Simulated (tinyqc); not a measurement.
# Worked calculation: reverse leakage of an n+-p junction: diffusion, generation, trap-assisted and band-to-band tunnelling

Program tinyqc, `OMP_NUM_THREADS=1 python tinyqc.py 2290019 2290020 out.jsonl`; Intel Xeon 2.30GHz, shared host, one thread, about 0.01 s. Printed values are rounded; ~0 in a residual or rate marks an entry under 1e-11 of the largest of its column.

One-sided abrupt junction in the depletion approximation, x from the junction (0) to W on the p side, field F = F0 (1 - x/W). Flat quasi-Fermi levels, long p side. Traps generate through SRH with both lifetimes shortened by 1 + Gamma (Hurkx enhancement, form for moderate fields); band-to-band generation is local and needs a total bending above Eg.

Inputs (values chosen for the exercise); band and dielectric values close to those of silicon:
- T = 300 K (temperature)
- Eg = 1.13 eV (band gap)
- eps_r = 11.7 (relative permittivity)
- Nc = 2.77e19 cm^-3 (conduction-band density of states at T)
- Nv = 2.69e19 cm^-3 (valence-band density of states at T)
- Na = 1.2e17 cm^-3 (acceptor density of the lighter side)
- Nd = 1e19 cm^-3 (donor density of the heavier side)
- tau = 5e-8 s (SRH lifetime of both carriers at zero field)
- Et = -0.04 eV (trap level above the intrinsic level)
- mt = 0.27 m0 (tunnelling mass)
- Dn = 5.2 cm^2/s (electron diffusion coefficient on the lighter side)
- Ab = 2e14 cm^-0.5 V^-2.5 s^-1 (band-to-band prefactor)
- Bb = 1.84e7 V/cm (band-to-band field constant)
- VR = 0.4 V (reverse bias)

Constants: q = 1.602176634e-19 C, kB = 1.380649e-23 J/K, hbar = 1.054571817e-34 J s, m0 = 9.1093837015e-31 kg, Vt = kB T/q, eps0 = 8.8541878128e-14 F/cm where lengths are in cm. Results are converted to the units shown.

Range of the model: The n+ side is degenerate, so Vbi from Boltzmann statistics is only a guide.

## Field, scales and diffusion current

ni = sqrt(Nc Nv) exp(-Eg/(2 Vt)), Eg in volts; Vbi = Vt ln(Na Nd/ni^2); W = sqrt(2 eps0 eps_r (Vbi + VR)/(q Na)); F0 = 2 (Vbi + VR)/W; FG = sqrt(24 mt m0 (kB T)^3)/(q hbar); J_diff = q ni^2 sqrt(Dn/tau)(1 - exp(-VR/Vt))/Na.

ni = 8.801036e9 cm^-3
Vbi = 0.9637397 V
W = 121.2278 nm
F0 = 224.9879 kV/cm
FG = 383.3119 kV/cm
J_diff = 1.054662e-12 A/cm^2

## Generation rates across the layer

u = (Vbi + VR)(1 - x/W)^2, p = Na exp(-u/Vt), n = Nd exp((u - Vbi - VR)/Vt); G0 = ni^2 (1 - exp(-VR/Vt))/(tau (n + p + 2 ni cosh(Et/Vt))); Gamma = 2 sqrt(3 pi)(F/FG) exp((F/FG)^2); trap-assisted part G0 Gamma; G_bb = Ab F^2.5 exp(-Bb/F) with F in V/cm, zero unless Vbi + VR > Eg. 16 equal steps.

```
point    x (nm)  F (kV/cm)      Gamma  G0 (cm^-3 s^-1)  G0 Gamma (cm^-3 s^-1)  G_bb (cm^-3 s^-1)
0        0.0000   224.9879   5.086225       1.549164e8             7.879398e8        1.458439e-8
1        7.5767   210.9262   4.573497      9.211537e10            4.212894e11       5.320843e-11
2       15.1535   196.8645   4.105213      3.623654e13            1.487587e14       8.809963e-14
3       22.7302   182.8027   3.675958      7.483937e15            2.751064e16       5.521935e-17
4       30.3069   168.7410   3.280928      3.506945e16            1.150604e17                 ~0
5       37.8837   154.6792   2.915852      3.583050e16            1.044764e17                 ~0
6       45.4604   140.6175   2.576909      3.572725e16            9.206587e16                 ~0
7       53.0372   126.5557   2.260668      3.098796e16            7.005347e16                 ~0
8       60.6139   112.4940   1.964031      5.780683e15            1.135344e16                 ~0
9       68.1906    98.4322   1.684183      3.106120e14            5.231275e14                 ~0
10      75.7674    84.3705   1.418550      2.149556e13            3.049252e13                 ~0
11      83.3441    70.3087   1.164754      2.229339e12            2.596631e12                 ~0
12      90.9208    56.2470  0.9205852      3.489600e11            3.212474e11                 ~0
13      98.4976    42.1852  0.6839652      8.247807e10            5.641213e10                 ~0
14     106.0743    28.1235  0.4529189      2.943620e10            1.333221e10                 ~0
15     113.6511    14.0617  0.2255470      1.586381e10             3.578035e9                  0
16     121.2278     0.0000          0      1.290970e10                      0                  0
```

## Current components

Each current is q times the trapezoid sum of its rate; J adds J_diff; J_bb under 1e-8 of the sum is given as 0.

J_SRH = 1.836076e-8 A/cm^2
J_TAT = 5.113377e-8 A/cm^2
J_bb = 0 A/cm^2
J = 6.949558e-8 A/cm^2

A fine grid gives J = 7.058e-8 A/cm^2; the coarse sum is 1.5 % below it. On the fine grid the largest part is trap-assisted tunnelling (73.6 %). The simple estimate q ni W/(2 tau cosh(Et/Vt)) is 3.74 times the fine-grid J_SRH of 1.860e-8 A/cm^2, since near both edges n or p is large enough to quench generation.
